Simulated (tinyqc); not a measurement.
Collinear exchange A + BC -> AB + C on a London-Eyring-Polanyi-Sato surface: saddle, string of images and rate: one step, computed by the program tinyqc.

x = r(AB), y = r(BC), r(AC) = x + y. V is counted from separated atoms, the barrier from A + BC, that is V + D(BC).

Question. Frequencies at the saddle. Wilson matrix G = [[1/m_A + 1/m_B, -1/m_B], [-1/m_B, 1/m_B + 1/m_C]]; eigenvalues lambda of G H give nu = 15.6333042 THz x sqrt(|lambda|), the negative one being imaginary. Reactant: nu_BC from k = 2 D beta^2 and 1/m_B + 1/m_C. Skew angle: cos = sqrt(m_A m_C/((m_A + m_B)(m_B + m_C))).

Inputs (values chosen for the exercise, bond data loosely for abstraction of hydrogen from a Si-H bond by a hydrogen atom; the barrier is not fitted):
```
quantity   value        unit
D(BC)       4.17          eV
beta(BC)    1.52  1/angstrom
mass of A  1.008           u
mass of B  1.008           u
mass of C  28.09           u
```

Hessian (eV/angstrom^2):
```
           x         y
x  -1.789297  8.797550
y   8.797550  3.162422
```

Constants: nu for 1 eV/(angstrom^2 u) = 15.6333042 THz.

Give: imaginary frequency; real frequency at the saddle; nu_BC; skew angle.

Answer.

imaginary frequency = 72.96 THz

real frequency at the saddle = 31.36 THz

nu_BC = 69.57 THz

skew angle = 45.99 degrees
